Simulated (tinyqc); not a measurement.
Molecular dynamics of a small cluster by velocity Verlet steps: one step, computed by the program tinyqc.

E = sum_(i<j) phi(r_ij), phi(r) = eps [exp(-2 alpha (r - r0)) - 2 exp(-alpha (r - r0))]; the force on i is -sum_j phi'(r_ij) (R_i - R_j)/r_ij.

Problem. Step 1. Velocity Verlet: a = c F/M with c = 9.648533212e-3 angstrom/fs^2 per eV/(angstrom u); R(new) = R + v dt + a dt^2/2; v(new) = v + (a + a(new)) dt/2. Kinetic energy K = M v^2/(2c); temperature T = 2K/((3N - 3) k_B), rotation of the cluster included. After each step v is scaled by sqrt(1 + (dt/tau)(T0/T - 1)).

Inputs (values chosen for the exercise, for model atoms):
```
quantity,value,unit
length r0,2.5,angstrom
well depth eps,0.55,eV
stiffness alpha,2.21,1/angstrom
atomic mass M,28.2,u
time step dt,2,fs
target temperature T0,100,K
coupling time tau,200,fs
```

Potential: Morse. Thermostat: Berendsen.

starting positions (angstrom):
```
,x,y,z
atom 1,0.02,-0.04,0.05
atom 2,2.5,-0.01,-0.05
atom 3,2.49,2.5,-0.05
atom 4,-0.02,2.5,0.03
atom 5,1.25,1.26,1.75
atom 6,1.29,1.28,-1.76
```

starting velocities (angstrom/fs):
```
,x,y,z
atom 1,-0.00249,0.00095,-0.0011
atom 2,0.00466,0.0035,0.00113
atom 3,-0.0027,0.00041,-0.0023
atom 4,-0.00017,-0.00296,1e-05
atom 5,-0.00121,-0.00046,-0.00199
atom 6,0.00191,-0.00143,0.00424
```

Constants: 1 eV/(angstrom u) = 9.648533212e-03 angstrom/fs^2; k_B = 8.617333262e-05 eV/K.

Give: positions after step 1; new forces; velocities after step 1; total energy.

Solution.

positions after step 1 (angstrom):
```
,x,y,z
atom 1,0.0151,-0.0378,0.0476
atom 2,2.5093,-0.0029,-0.0475
atom 3,2.4846,2.5009,-0.0543
atom 4,-0.0202,2.4939,0.0299
atom 5,1.2478,1.2591,1.7459
atom 6,1.2934,1.2770,-1.7515
```

new forces (eV/angstrom):
```
,x,y,z
atom 1,0.17750,0.35746,-0.34957
atom 2,-0.06010,0.09145,0.30910
atom 3,0.11672,0.13348,0.52826
atom 4,0.14506,-0.26049,-0.24039
atom 5,0.31426,-0.04047,-0.10537
atom 6,-0.69344,-0.28142,-0.14203
```

velocities after step 1 (angstrom/fs):
```
,x,y,z
atom 1,-0.0023857,0.0012083,-0.0013375
atom 2,0.0046248,0.0035745,0.0013291
atom 3,-0.0026397,0.0004700,-0.0019575
atom 4,-0.0000503,-0.0031533,-0.0001504
atom 5,-0.0009992,-0.0004827,-0.0020707
atom 6,0.0014502,-0.0016068,0.0041770
```

total energy = -6.7246 eV
